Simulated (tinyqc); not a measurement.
AlGaN/GaN HEMT with access regions, lumped model: one step of the calculation.

A polarisation-induced electron sheet under a Schottky gate, in series with two ungated access regions and contacts. Drift law v = mu E/(1 + mu E/vs) under the gate. Currents in mA/mm, resistances in ohm mm. No self-heating, no channel-length modulation; fits for polarisation, barrier and offset are chosen for the exercise.

Question. On-resistance and breakdown. sigma = (5e13 x + 1.6e13 x^2) cm^-2, phiB = 0.84 + 1.3 x, dEc = 0.7 (1.71 x + x^2) in volts, Cb = eps0 eps_r/d, VT = phiB - dEc - q sigma/Cb, access density n0 = -Cb VT/q. Ron = 2 Rc + Ls/(q mu n0) + Ld/(q mu (1 - ft) n0) + Lg/(mu Cb (Vg - VT)). Off state: a depleted stretch that holds the voltage V has the peak field sqrt(k V), k = 2 q n0/(eps0 eps_r te), so one edge holds V1 = Ec^2/k. The sheet under the plate pinches off at Vf = q n0 (1/Cb + tf/(eps0 ei)); beyond it the gate edge is screened. BV = V1 if Vf >= V1, else Vf + V1, and at most Ec Ld. Specific resistance Ron (Ls + Lg + Ld); figure of merit BV^2 over it.

Values chosen for this exercise; values close to those of AlGaN/GaN structures: aluminium share of the barrier x = 0.25; barrier thickness d = 18 nm; relative permittivity of barrier and channel eps_r = 9.6; channel mobility mu = 1800 cm^2/(V s); saturation velocity vs = 1.2e7 cm/s; gate length Lg = 0.25 um; source access length Ls = 1.5 um; drain access length Ld = 4 um; resistance of each contact Rc = 0.48 ohm mm; share of the drain-access electrons removed by traps ft = 0; gate voltage Vg = 0 V; critical field Ec = 3.1 MV/cm; depth over which the depleted charge spreads te = 0.43 um; insulator under the field plate tf = 100 nm; relative permittivity of that insulator ei = 3.9.

Constants: q = 1.602176634e-19 C, eps0 = 8.8541878128e-14 F/cm where lengths are in cm. Results are converted to the units shown.

Wanted: Ron; Vf; V1; BV; specific resistance; figure of merit.

Answer.

Ron = 2.7599 ohm mm
Vf = 55.154 V
V1 = 98.955 V
BV = 154.11 V
specific resistance = 0.15870 mohm cm^2
figure of merit = 149.66 MW/cm^2

The plate raises BV by a factor of 1.56.

tinyqc, about 0.02 s, one thread, Intel Xeon 2.30GHz (shared host): `OMP_NUM_THREADS=1 python tinyqc.py 2570004 2570005 out.jsonl`
